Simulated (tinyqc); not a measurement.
Read current of a NAND string, cells in series solved by shooting: one step of the calculation.

Cells in series, numbered from 0 at the source line (0 V) to the bit line, each followed by a gap resistance Rg. A cell with gate Vg, threshold VT, source Vs and drain Vd passes I = 2 nf K Vt^2 [F(Vs) - F(Vd)]/(1 + th max(Vg - VT, 0)), F(V) = ln^2(1 + exp((Vg - VT - nf V)/(2 nf Vt))). The selected cell has Vg = Vr, the others Vg = Vp.

Problem. Node voltages for a trial current. For a trial current I start at 0 V and, cell by cell (the selected one is cell 4), solve for the drain: sqrt(F(Vd)) = sqrt(F(Vs) - I/k), k = 2 nf K Vt^2/(1 + th max(Vg - VT, 0)), Vd = [Vg - VT - 2 nf Vt ln(exp(sqrt F) - 1)]/nf, then add I Rg.

Values chosen for this exercise; values of the order met in vertical NAND strings:
```
symbol,value,unit,meaning
T,300,K,temperature
K,28,uA/V^2,gain factor of a cell
nf,2.4,,slope factor
th,0.08,1/V,mobility reduction factor
Rg,1.9,kohm,resistance of the gap between cells
Vbl,0.3,V,bit-line voltage
Vp,7.4,V,pass voltage
Vr,4.01,V,read voltage on the selected word line
```

Constants: q = 1.602176634e-19 C, kB = 1.380649e-23 J/K, Vt = kB T/q. Results are converted to the units shown.

second trial current = 3.3 uA
thresholds from the source end, cell 0 to 4 (V): -0.9  -0.9  4.3  -0.9  2.2

Wanted: node voltage after each cell and gap, trial 2.

Solution.

node voltage after each cell and gap, trial 2, cell 0 to 4 (V): 0.029980  0.060168  0.11725  0.14807  0.25554

Computed by the program tinyqc: `OMP_NUM_THREADS=1 python tinyqc.py 2142218 2142219 out.jsonl`, one thread of a shared Intel Xeon 2.30GHz, about 0.6 s for the whole run.
